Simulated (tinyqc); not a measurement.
Resistance of a tapered via with liner, size effect and interface: two steps of the calculation.

A round via whose diameter grows from db at the bottom as D(z) = db + 2 z/tan(ang). The fill, of diameter D - 2 tl, starts above the bottom liner (thickness fb tl) and has rho = rho0 (1 + ks lam/(D - 2 tl)); the sidewall liner conducts in parallel with it. The bottom liner and the interface are crossed over the full area pi db^2/4. Spreading in the lines above and below is left out.

Parameters, values chosen for the exercise; fill metal close to ruthenium:

| symbol | value | unit | meaning |
|---|---|---|---|
| db | 30 | nm | diameter at the bottom |
| hv | 110 | nm | height |
| ang | 87 | degrees | sidewall angle |
| rho0 | 7.82 | uohm cm | bulk resistivity of the fill |
| lam | 6.52 | nm | mean free path of the fill |
| ks | 1.2 |  | size-effect factor |
| tl | 0.4 | nm | liner on the sidewall |
| fb | 0.5 |  | liner at the bottom over that on the sidewall |
| rl | 440 | uohm cm | resistivity of the liner |
| ri | 5.5e-13 | ohm cm^2 | interface resistivity at the bottom |
| Sb | 1.5e15 | S/m^2 | ballistic conductance per area, about 3/(4 rho0 lam) |

Problem 1. Slices of the via. Slices between z0 = fb tl and hv, evaluated at their midpoints: conductance per length pi/4 [(D - 2 tl)^2/rho + (D^2 - (D - 2 tl)^2)/rl], slice resistance = slice height over that. 9 slices.

Wanted: z; D; rho; slice resistance.

Solution 1.

```
slice	z (nm)	D (nm)	rho (uohm cm)	slice resistance (ohm)
0	6.300	30.66	9.869	1.717
1	18.50	31.94	9.785	1.566
2	30.70	33.22	9.707	1.433
3	42.90	34.50	9.636	1.317
4	55.10	35.78	9.569	1.214
5	67.30	37.05	9.508	1.123
6	79.50	38.33	9.450	1.041
7	91.70	39.61	9.396	0.9681
8	103.9	40.89	9.346	0.9025
```

Problem 2. Total resistance. R_fill = sum of the slices; R_bottom = rl fb tl/(pi db^2/4); R_interface = ri/(pi db^2/4); ballistic (Sharvin) limit 1/(Sb pi (db - 2 tl)^2/4); ideal cylinder rho0 hv/(pi db^2/4).

slice resistance, slice 0 to 8 (ohm): 1.7172156  1.5657055  1.4332565  1.3168179  1.2139232  1.1225611  1.0410788  0.96810807  0.90250869

Find: parts; R; shares; ballistic limit; ideal cylinder.

Solution 2.

parts (ohm): fill 11.281, bottom liner 1.2449, interface 0.077809
R = 12.604 ohm
shares (%): fill 89.505, bottom liner 9.877, interface 0.617
ballistic limit = 0.99553 ohm
ideal cylinder = 12.169 ohm

The fill is the largest part, and R is 1.04 times the ideal cylinder. With 2000 slices R = 12.609 ohm.

Numbers from tinyqc (`OMP_NUM_THREADS=1 python tinyqc.py 2750029 2750030 out.jsonl`; about 0.01 s on one thread of a shared Intel Xeon 2.30GHz).
